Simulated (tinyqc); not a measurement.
One electron in a tunnel-coupled double dot: charge qubit, sensing and quantum capacitance: line shape against detuning.

Basis (left, right), H = [[ep/2, tc], [tc, -ep/2]], splitting Om = sqrt(ep^2 + 4 tc^2), ep = al times the gate voltage. In equilibrium the electron is on the right with the chance P_R = [1 + (ep/Om) tanh(Om/2 kB T)]/2.

q^2 al^2 dP_R/d(ep) splits into Cq = q^2 al^2 (2 tc^2/Om^3) tanh(Om/2 kB T) and Ct = q^2 al^2 (ep/Om)^2/(4 kB T cosh^2(Om/2 kB T)); Ct appears only if relaxation is faster than the drive. A resonator of frequency f0, capacitance Cp and quality factor Q shifts by df = -f0 Cq/(2 Cp) and its phase by -2 Q Cq/Cp. A Ct of 0 means below 1e-6 aF.

Parameters, values chosen for the exercise:
```
symbol  value  unit                                meaning
tc        3.4   ueV                        tunnel coupling
T        0.38     K                   electron temperature
al        0.5  eV/V  lever arm of the gate on the detuning
```

Constants: q = 1.602176634e-19 C, kB = 1.380649e-23 J/K, Vt = kB T/q. Results are converted to the units shown.

Line shape against detuning:
```
ep (ueV),Om (ueV),P_R,Cq (aF),Ct (aF)
0,6.8000,0.50000,304.70,0
22.9,23.888,0.66747,23.735,246.71
45.8,46.302,0.80109,5.6794,188.31
68.8,69.135,0.89009,2.1971,116.70
91.7,91.952,0.94190,1.0556,65.271
114.6,114.80,0.97003,0.57638,34.491
137.5,137.67,0.98469,0.34448,17.690
160.5,160.64,0.99221,0.22010,8.9075
183.4,183.53,0.99599,0.14871,4.4635
206.3,206.41,0.99790,0.10492,2.2278
229.2,229.30,0.99887,0.076671,1.1097
```

Cq falls from 305 to 0.0767 aF, and Ct goes from 0 through a maximum of 247 (at ep = 22.9 ueV among the rows listed) to 1.11 aF. Among the rows listed Ct reaches at most 81.0 % of the peak of Cq, with tc/kB T = 0.10: heat populates the upper level, lowers Cq and adds side lobes.

Numbers from tinyqc (`OMP_NUM_THREADS=1 python tinyqc.py 2470046 2470047 out.jsonl`; about 0.01 s on one thread of a shared Intel Xeon 2.30GHz).
